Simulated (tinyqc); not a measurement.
Modulation-doped quantum well, Poisson-Schroedinger loop: one step of the calculation.

A well of width L centred at z = 0 between barriers Vb; effective-mass electrons, parabolic bands. The electrons come from donor sheets outside the mesh, a share fL of Ns on the left and the rest on the right, so the structure is neutral. Energies are counted from the band edge of the well, with U = 0 on the first node in the Hartree part.

Question. Fermi level and occupations. Level k holds N_k = D_k Vt ln(1 + exp((EF - E_k)/Vt)) with D = md m0 q/(pi hbar^2) per eV (spin included); EF is fixed by sum N_k = Ns.

Values chosen for this exercise; material values those of a made-up well: temperature T = 4.2 K; in-plane mass md = 0.0393 m0; sheet density of electrons Ns = 4e11 cm^-2.

Constants: q = 1.602176634e-19 C, kB = 1.380649e-23 J/K, hbar = 1.054571817e-34 J s, m0 = 9.1093837015e-31 kg, Vt = kB T/q. Results are converted to the units shown.

levels (eV): E1 0.06663234, E2 0.28804132

Find: EF; N_k.

Answer.

EF = 0.090998 eV
N_k (cm^-2): E1 4.0000e11, E2 2.1468e-227

tinyqc, about 0.2 s, one thread, Intel Xeon 2.30GHz (shared host): `OMP_NUM_THREADS=1 python tinyqc.py 2140110 2140111 out.jsonl`
